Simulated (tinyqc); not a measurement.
From results back to parameters: Penn model of the dielectric constant and Phillips ionicity. Three cases, with inputs chosen for the exercise.

Problem. eps was computed from a and a hidden C.

n = 32/a^3; Ep^2 = 8 pi c e2 n with c = hbar^2/2m0, e2 = e^2/(4 pi eps0); EF = c (3 pi^2 n)^(2/3); eps = 1 + (Ep/Eg)^2 S with S = 1 - Eg/(4 EF) + (Eg/(4 EF))^2/3, Eg the Penn gap. Core d shells are left out.

Phillips: bond length d = sqrt(3) a/4; homopolar gap Eh = 39.74 d^(-2.48) eV (d in angstrom); Eg^2 = Eh^2 + C^2; ionicity fi = C^2/Eg^2.

Constants: hbar^2/2m0 = 3.80998211 eV angstrom^2; e^2/(4 pi eps0) = 14.39964547 eV angstrom.

Find: Eg; Eh; C; fi.

Method. eps falls steadily with Eg, so one Eg fits; C^2 = Eg^2 - Eh^2.

Case 1.

Values chosen (out of a larger set: near those of InAs; not measured data): a = 6.046 angstrom (cubic lattice constant, 32 valence electrons a cell).

eps = 9.64722

Solution.

Eg = 4.537 eV
Eh = 3.653 eV
C = 2.69 eV
fi = 0.352

Case 2.

Values chosen (out of a larger set: near those of GaN; not measured data): a = 4.491 angstrom (cubic lattice constant, 32 valence electrons a cell).

eps = 4.42808

Solution.

Eg = 11.031 eV
Eh = 7.637 eV
C = 7.96 eV
fi = 0.521

Case 3.

Values chosen (out of a larger set: near those of AlN; not measured data): a = 4.363 angstrom (cubic lattice constant, 32 valence electrons a cell).

eps = 5.09422

Solution.

Eg = 10.618 eV
Eh = 8.204 eV
C = 6.74 eV
fi = 0.403

Computed by tinyqc, one run a case: `OMP_NUM_THREADS=1 python tinyqc.py N N+1 out.jsonl` with N = 1680159, 1680190, 1680221; one thread of a shared Intel(R) Xeon(R) Processor @ 2.30GHz, about 0.01 s a run at most.
